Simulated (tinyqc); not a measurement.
Inside a calculation. Model: Hall effect and magnetoresistance of several carrier groups with constant relaxation times. Computed by tinyqc, a small Python program that keeps every step. Command: `OMP_NUM_THREADS=1 python tinyqc.py 3027656 3027657 out.jsonl hall2 walk`. One thread of a shared host (Intel(R) Xeon(R) Processor @ 2.30GHz), about 0.01 s of CPU time with the checks. Intermediate numbers are printed to about 6 digits and carried at full precision; extremes and crossings named in words are read from the listed rows.

Group 1 has charge -e and group 2 charge +e; s_i is that sign. B lies along z; mu B is formed with mu in m^2/(V s).

Inputs (values chosen for the exercise, for a model conductor):
```
quantity,value,unit
density n1,3.3e+18,1/cm^3
mobility mu1,54000,cm^2/(V s)
density n2,3.3e+18,1/cm^3
mobility mu2,12000,cm^2/(V s)
magnetic field B,0.077,T
```

Carriers: compensated semimetal. Densities: per volume.

Constants: e = 1.602176634e-19 C.

## Conductivity of each group

sigma_xx = sum n_i e mu_i/(1 + mu_i^2 B^2); sigma_xy = sum s_i n_i e mu_i^2 B/(1 + mu_i^2 B^2).

Parts (S/cm):
```
group,mu B,sigma_xx,sigma_xy
group 1,0.4158,24342.3,-10121.5
group 2,0.0924,6290.91,581.280
```

sigma_xx = 30633.2 S/cm

sigma_xy = -9540.23 S/cm

sigma at B = 0 = 34895.4 S/cm

## Resistivity, Hall coefficient and magnetoresistance

rho_xx = sigma_xx/(sigma_xx^2 + sigma_xy^2); Hall coefficient R_H = sigma_xy/(B (sigma_xx^2 + sigma_xy^2)), with B in V s/cm^2 (1 T = 1e-4 V s/cm^2); magnetoresistance MR = rho_xx(B)/rho_xx(0) - 1. Apparent density 1/(e |R_H|); Hall mobility |R_H|/rho_xx.

rho_xx = 2.97581e-05 ohm cm

Hall coefficient R_H = -1.20360 cm^3/C

magnetoresistance MR = 3.84199 %

apparent density = 5.18571e+18 1/cm^3

Hall mobility = 40446.1 cm^2/(V s)

A one-carrier reading would report electrons of density 5.19e18, against n1 = 3.3e18 and n2 = 3.3e18.

## Limits of weak and strong field

Weak field: R_H(0) = sum s_i n_i mu_i^2/(e (sum n_i mu_i)^2); MR = c B^2 with c = n1 n2 mu1 mu2 (s1 mu1 - s2 mu2)^2/(n1 mu1 + n2 mu2)^2. With n1 = n2 and opposite charges R_H stays at R_H(0) and MR = mu1 mu2 B^2 at every field.

R_H at weak field = -1.20360 cm^3/C

coefficient c = 6.48 1/T^2

## Field dependence

rho_xx = sigma_xx/(sigma_xx^2 + sigma_xy^2); Hall coefficient R_H = sigma_xy/(B (sigma_xx^2 + sigma_xy^2)), with B in V s/cm^2 (1 T = 1e-4 V s/cm^2); magnetoresistance MR = rho_xx(B)/rho_xx(0) - 1.

Against the field:
```
B (T),mu1 B,rho_xx (ohm cm),R_H (cm^3/C),MR (%)
0.0093,5.02200e-02,2.86731e-05,-1.20360,5.60455e-02
0.028,1.51200e-01,2.88027e-05,-1.20360,5.08032e-01
0.074,3.99600e-01,2.96739e-05,-1.20360,3.54845e+00
0.19,1.02600e+00,3.53608e-05,-1.20360,2.33928e+01
0.46,2.48400e+00,6.79507e-05,-1.20360,1.37117e+02
1.1,5.94000e+00,2.53351e-04,-1.20360,7.84080e+02
2.8,1.51200e+01,1.48453e-03,-1.20360,5.08032e+03
7.4,3.99600e+01,1.01975e-02,-1.20360,3.54845e+04
22,1.18800e+02,8.99064e-02,-1.20360,3.13632e+05
```

MR starts as B^2.00 and ends as B^2.00: with equal densities of opposite charge no Hall field can balance both groups, so it never saturates. One group alone would show no magnetoresistance in this model. The rows with mu1 B well above 1 show the semiclassical limit; Landau quantisation is left out.

Checks made by the program: weak-field formulas against the tensor at mu1 B = 1e-3 (relative difference 2e-10).
